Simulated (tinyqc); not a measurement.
Lorentz oscillators and the Kramers-Kronig relations: sweeps and comparisons. A value that a table varies takes the place of the one given here.

eps(E) = 1 + sum_j S_j/(E0_j^2 - E^2 - i G_j E).

Kramers-Kronig: eps1(E) = 1 + (2/pi) P integral_0^infinity E1 eps2(E1)/(E1^2 - E^2) dE1. Maclaurin rule on the grid E_j = j h, j = 1 .. M: eps1(E_i) = 1 + (4 h/pi) sum over j with j - i odd of E_j eps2(E_j)/(E_j^2 - E_i^2); nothing is added above E_M.

n + i k = sqrt(eps1 + i eps2) with k >= 0; R = ((n - 1)^2 + k^2)/((n + 1)^2 + k^2) at normal incidence from vacuum; alpha = 2 E k/(hbar c), times 1e8 for 1/cm; loss function Im(-1/eps) = eps2/(eps1^2 + eps2^2).

Constants: hbar c = 1973.269805 eV angstrom.

Values chosen for the exercise:
- E0 = (2.9) eV (resonances)
- G = (0.42) eV (widths)
- S = (22.2) eV^2 (strengths)
- h = 0.5 eV (grid step)
- M = 36 (grid points E_j = j h)
- E_t = 0.7 eV (energy below the first line)
- E = 1.35 eV (photon energy)

## Numerical transform against the formula

Every third grid point is listed; the error is the transform minus the formula.

Dielectric function:

| E (eV) | eps2 | eps1 formula | eps1 transform | error |
|---|---|---|---|---|
| 1.00 | 0.169 | 3.986 | 2.925 | -1.062 |
| 2.50 | 4.041 | 9.313 | 10.700 | 1.387 |
| 4.00 | 0.617 | -1.788 | -0.594 | 1.195 |
| 5.50 | 0.106 | -0.005 | -0.493 | -0.487 |
| 7.00 | 0.039 | 0.456 | 0.673 | 0.217 |
| 8.50 | 0.019 | 0.653 | 0.492 | -0.162 |
| 10.00 | 0.011 | 0.758 | 0.853 | 0.095 |
| 11.50 | 0.007 | 0.821 | 0.738 | -0.083 |
| 13.00 | 0.005 | 0.862 | 0.916 | 0.054 |
| 14.50 | 0.003 | 0.890 | 0.839 | -0.051 |
| 16.00 | 0.002 | 0.910 | 0.945 | 0.034 |
| 17.50 | 0.002 | 0.926 | 0.890 | -0.035 |

The largest error listed is +1.387 at 2.50 eV. The rule samples every 2h = 1 eV and the narrowest line is 0.42 eV wide, so it is not resolved. The grid ends at 18 eV, where eps2 is still 0.002; the error at the last point listed, nearest the missing tail, is -0.035.

## How far the spectrum must be known

The integrals are done by adaptive quadrature and cut at E_cut. f-sum share: (2/pi) integral of E eps2 over sum S. Static share: (2/pi) integral of eps2/E over eps(0) - 1.

Cut integrals:

| E_cut (eV) | eps1(E_t) | f-sum share | static share |
|---|---|---|---|
| 2.3 | 1.400 | 0.047 | 0.144 |
| 3.2 | 3.423 | 0.734 | 0.863 |
| 4.3 | 3.748 | 0.906 | 0.981 |
| 5.8 | 3.785 | 0.944 | 0.995 |
| 8.7 | 3.796 | 0.967 | 0.999 |
| 14.5 | 3.798 | 0.981 | 1.000 |

eps1(E_t) from the formula = 3.799

Cut at 3.2 eV, just above the last line, eps1(E_t) lacks 0.376; cut at 14.5 eV it lacks 0.001. At 4.3 eV the static sum has reached 0.981 and the f-sum only 0.906: the f-sum weights eps2 by E and the static sum by 1/E, so the f-sum needs the far tail.

## Optical constants across the spectrum

Spectrum:

| E (eV) | eps1 | eps2 | n | k | R | loss |
|---|---|---|---|---|---|---|
| 0.44 | 3.701 | 0.061 | 1.924 | 0.016 | 0.100 | 0.004 |
| 1.03 | 4.010 | 0.177 | 2.003 | 0.044 | 0.112 | 0.011 |
| 1.62 | 4.785 | 0.445 | 2.190 | 0.102 | 0.140 | 0.019 |
| 2.21 | 6.888 | 1.550 | 2.641 | 0.293 | 0.208 | 0.031 |
| 2.81 | 7.885 | 15.812 | 3.575 | 2.212 | 0.446 | 0.051 |
| 3.40 | -4.846 | 2.650 | 0.582 | 2.277 | 0.697 | 0.087 |
| 3.99 | -1.816 | 0.628 | 0.230 | 1.367 | 0.728 | 0.170 |
| 4.59 | -0.714 | 0.261 | 0.152 | 0.859 | 0.705 | 0.452 |
| 5.18 | -0.188 | 0.140 | 0.153 | 0.460 | 0.604 | 2.542 |
| 5.77 | 0.116 | 0.086 | 0.361 | 0.119 | 0.226 | 4.116 |
| 6.37 | 0.315 | 0.057 | 0.563 | 0.051 | 0.079 | 0.558 |
| 6.96 | 0.448 | 0.040 | 0.670 | 0.030 | 0.039 | 0.199 |

Among the energies listed the largest values are at (eV): eps2 2.81; n 2.81; k 3.40; R 3.99; loss 5.77. eps1 crosses zero at 2.91 and 5.51 eV; the last crossing is upward and marks the plasmon, against sqrt(sum S) = 4.71 eV for free electrons.

## What each oscillator parameter does

At the energy E. Each row changes one parameter from the base and keeps the others.

Results:

| case | eps1 | eps2 | n | k | R |
|---|---|---|---|---|---|
| base | 4.345 | 0.288 | 2.086 | 0.069 | 0.124 |
| E0 = (3.045) eV | 3.963 | 0.226 | 1.992 | 0.057 | 0.110 |
| G = (0.63) eV | 4.315 | 0.428 | 2.080 | 0.103 | 0.124 |
| S = (26.64) eV^2 | 5.014 | 0.346 | 2.241 | 0.077 | 0.147 |
| E = 1.418 eV | 4.439 | 0.320 | 2.108 | 0.076 | 0.128 |

The largest shifts from the base row, up to three for each result and ties (the steps differ in size, so this ranks the rows, not the parameters). eps1: S +0.669, E0 -0.382, E +0.094. eps2: G +0.140, E0 -0.062, S +0.058. n: S +0.155, E0 -0.094, E +0.023. k: G +0.034, E0 -0.012, S +0.008. R: S +0.023, E0 -0.014, E +0.003; unchanged at the printed digits by G.

Run: tinyqc, `OMP_NUM_THREADS=1 python tinyqc.py 1651023 1651024 out.jsonl`; Intel(R) Xeon(R) Processor @ 2.30GHz, one thread, shared host; about 0.1 s of CPU time with all checks.
